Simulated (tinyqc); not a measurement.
Worked calculation: RHF in the sto-3g basis, for H6, spin multiplicity 1. One step of it, computed by the program tinyqc.

Task: Iteration 2: building the Fock matrix. J_ij = sum D_kl (ij|kl), K_ij = sum D_kl (ik|jl); F = H + J - 0.5 K; E = tr D H + tr D J / 2 - 0.25 tr D K + E_nn.

D after iteration 1, order 1H 1s, 2H 1s, 3H 1s, 4H 1s, 5H 1s, 6H 1s:
$$\begin{pmatrix}
0.573307 & 0.664868 & -0.027825 & -0.137902 & 0.012159 & 0.034290 \\
0.664868 & 0.792361 & 0.060064 & -0.078410 & -0.009085 & 0.012187 \\
-0.027825 & 0.060064 & 0.690928 & 0.666108 & -0.078156 & -0.137591 \\
-0.137902 & -0.078410 & 0.666108 & 0.690970 & 0.059888 & -0.027834 \\
0.012159 & -0.009085 & -0.078156 & 0.059888 & 0.791843 & 0.664690 \\
0.034290 & 0.012187 & -0.137591 & -0.027834 & 0.664690 & 0.573313
\end{pmatrix}$$

core Hamiltonian H = T + V (hartree), order 1H 1s, 2H 1s, 3H 1s, 4H 1s, 5H 1s, 6H 1s:
$$\begin{pmatrix}
-1.435198 & -0.894092 & -0.044962 & -0.004394 & -0.000019 & 0.000000 \\
-0.894092 & -1.615350 & -0.282295 & -0.046350 & -0.000511 & -0.000019 \\
-0.044962 & -0.282295 & -1.728581 & -0.985196 & -0.046253 & -0.004393 \\
-0.004394 & -0.046350 & -0.985196 & -1.728495 & -0.281830 & -0.044961 \\
-0.000019 & -0.000511 & -0.046253 & -0.281830 & -1.615544 & -0.895270 \\
0.000000 & -0.000019 & -0.004393 & -0.044961 & -0.895270 & -1.435630
\end{pmatrix}$$

Two-electron integrals (ij|kl) in chemists' order, unique and non-zero (hartree):
```
(11|11) 0.774606   (21|11) 0.285941   (21|21) 0.137487   (22|11) 0.461434
(22|21) 0.285941   (22|22) 0.774606   (31|11) 0.007459   (31|21) 0.004241
(31|22) 0.010832   (31|31) 0.000195   (32|11) 0.038739   (32|21) 0.023912
(32|22) 0.068286   (32|31) 0.001360   (32|32) 0.010548   (33|11) 0.179674
(33|21) 0.102870   (33|22) 0.278144   (33|31) 0.007459   (33|32) 0.068286
(33|33) 0.774606   (41|11) 0.000485   (41|21) 0.000289   (41|22) 0.000792
(41|31) 0.000016   (41|32) 0.000122   (41|33) 0.000791   (41|41) 1.44e-06
(42|11) 0.004467   (42|21) 0.002669   (42|22) 0.007476   (42|31) 0.000167
(42|32) 0.001363   (42|33) 0.010855   (42|41) 0.000016   (42|42) 0.000196
(43|11) 0.071521   (43|21) 0.039634   (43|22) 0.103015   (43|31) 0.002666
(43|32) 0.023947   (43|33) 0.286378   (43|41) 0.000290   (43|42) 0.004256
(43|43) 0.137857   (44|11) 0.132427   (44|21) 0.071445   (44|22) 0.179735
(44|31) 0.004459   (44|32) 0.038758   (44|33) 0.461747   (44|41) 0.000485
(44|42) 0.007476   (44|43) 0.286378   (44|44) 0.774606   (51|11) 1.02e-06
(51|21) 5.85e-07   (51|22) 1.57e-06   (51|31) 3.89e-08   (51|32) 3.34e-07
(51|33) 3.15e-06   (51|42) 5.23e-08   (51|43) 1.30e-06   (51|44) 2.38e-06
(52|11) 0.000027   (52|21) 0.000015   (52|22) 0.000039   (52|31) 9.73e-07
(52|32) 0.000008   (52|33) 0.000089   (52|41) 1.03e-07   (52|42) 1.44e-06
(52|43) 0.000043   (52|44) 0.000089   (52|52) 1.41e-08   (53|11) 0.002485
(53|21) 0.001325   (53|22) 0.003291   (53|31) 0.000080   (53|32) 0.000677
(53|33) 0.007459   (53|41) 0.000008   (53|42) 0.000123   (53|43) 0.004246
(53|44) 0.010831   (53|51) 3.89e-08   (53|52) 1.44e-06   (53|53) 0.000195
(54|11) 0.015251   (54|21) 0.007996   (54|22) 0.019454   (54|31) 0.000458
(54|32) 0.003749   (54|33) 0.038688   (54|41) 0.000047   (54|42) 0.000678
(54|43) 0.023903   (54|44) 0.068159   (54|51) 2.16e-07   (54|52) 0.000008
(54|53) 0.001358   (54|54) 0.010512   (55|11) 0.089843   (55|21) 0.046097
(55|22) 0.109379   (55|31) 0.002485   (55|32) 0.019483   (55|33) 0.179674
(55|41) 0.000246   (55|42) 0.003298   (55|43) 0.102972   (55|44) 0.278002
(55|51) 1.02e-06   (55|52) 0.000039   (55|53) 0.007459   (55|54) 0.068159
(55|55) 0.774606   (61|11) 1.48e-08   (61|21) 8.20e-09   (61|22) 2.12e-08
(61|33) 4.99e-08   (61|43) 2.39e-08   (61|44) 4.99e-08   (61|55) 2.12e-08
(62|11) 7.57e-07   (62|21) 4.09e-07   (62|22) 1.03e-06   (62|31) 2.53e-08
(62|32) 2.17e-07   (62|33) 2.38e-06   (62|42) 3.92e-08   (62|43) 1.31e-06
(62|44) 3.16e-06   (62|53) 5.24e-08   (62|54) 3.35e-07   (62|55) 1.58e-06
(63|11) 0.000193   (63|21) 0.000101   (63|22) 0.000246   (63|31) 0.000006
(63|32) 0.000047   (63|33) 0.000485   (63|41) 5.95e-07   (63|42) 0.000008
(63|43) 0.000290   (63|44) 0.000791   (63|52) 1.03e-07   (63|53) 0.000016
(63|54) 0.000122   (63|55) 0.000791   (63|63) 1.44e-06   (64|11) 0.001999
(64|21) 0.001036   (64|22) 0.002485   (64|31) 0.000057   (64|32) 0.000459
(64|33) 0.004459   (64|41) 0.000006   (64|42) 0.000080   (64|43) 0.002666
(64|44) 0.007459   (64|51) 2.52e-08   (64|52) 9.73e-07   (64|53) 0.000166
(64|54) 0.001358   (64|55) 0.010831   (64|62) 3.91e-08   (64|63) 0.000016
(64|64) 0.000195   (65|11) 0.038567   (65|21) 0.019629   (65|22) 0.046157
(65|31) 0.001037   (65|32) 0.008019   (65|33) 0.071521   (65|41) 0.000101
(65|42) 0.001330   (65|43) 0.039675   (65|44) 0.102972   (65|51) 4.08e-07
(65|52) 0.000015   (65|53) 0.002666   (65|54) 0.023903   (65|55) 0.286378
(65|61) 8.21e-09   (65|62) 5.88e-07   (65|63) 0.000290   (65|64) 0.004246
(65|65) 0.137857   (66|11) 0.076239   (66|21) 0.038523   (66|22) 0.089859
(66|31) 0.001999   (66|32) 0.015277   (66|33) 0.132427   (66|41) 0.000193
(66|42) 0.002490   (66|43) 0.071521   (66|44) 0.179674   (66|51) 7.55e-07
(66|52) 0.000027   (66|53) 0.004459   (66|54) 0.038688   (66|55) 0.461747
(66|61) 1.48e-08   (66|62) 1.03e-06   (66|63) 0.000485   (66|64) 0.007459
(66|65) 0.286378   (66|66) 0.774606
```

nuclear repulsion = 3.41794027 hartree

Give: Coulomb J; exchange K; Fock matrix F; total energy of this density.

Result:

Coulomb J (hartree), order 1H 1s, 2H 1s, 3H 1s, 4H 1s, 5H 1s, 6H 1s:
$$\begin{pmatrix}
1.672 & 0.834 & 0.035 & 0.003 & 0.000 & 0.000 \\
0.834 & 1.919 & 0.250 & 0.036 & 0.000 & 0.000 \\
0.035 & 0.250 & 2.018 & 0.934 & 0.036 & 0.003 \\
0.003 & 0.036 & 0.934 & 2.018 & 0.250 & 0.035 \\
0.000 & 0.000 & 0.036 & 0.250 & 1.919 & 0.835 \\
0.000 & 0.000 & 0.003 & 0.035 & 0.835 & 1.672
\end{pmatrix}$$

exchange K (hartree), order 1H 1s, 2H 1s, 3H 1s, 4H 1s, 5H 1s, 6H 1s:
$$\begin{pmatrix}
0.933 & 0.790 & 0.048 & -0.012 & 0.000 & 0.003 \\
0.790 & 1.087 & 0.154 & 0.040 & -0.001 & 0.000 \\
0.048 & 0.154 & 1.025 & 0.794 & 0.040 & -0.012 \\
-0.012 & 0.040 & 0.794 & 1.025 & 0.153 & 0.048 \\
0.000 & -0.001 & 0.040 & 0.153 & 1.087 & 0.791 \\
0.003 & 0.000 & -0.012 & 0.048 & 0.791 & 0.934
\end{pmatrix}$$

Fock matrix F (hartree), order 1H 1s, 2H 1s, 3H 1s, 4H 1s, 5H 1s, 6H 1s:
$$\begin{pmatrix}
-0.230 & -0.455 & -0.034 & 0.005 & 0.000 & -0.001 \\
-0.455 & -0.239 & -0.109 & -0.030 & 0.000 & 0.000 \\
-0.034 & -0.109 & -0.223 & -0.448 & -0.030 & 0.005 \\
0.005 & -0.030 & -0.448 & -0.223 & -0.109 & -0.034 \\
0.000 & 0.000 & -0.030 & -0.109 & -0.240 & -0.455 \\
-0.001 & 0.000 & 0.005 & -0.034 & -0.455 & -0.230
\end{pmatrix}$$

total energy of this density = -3.13483 hartree

This density is a damped mixture and is not idempotent.
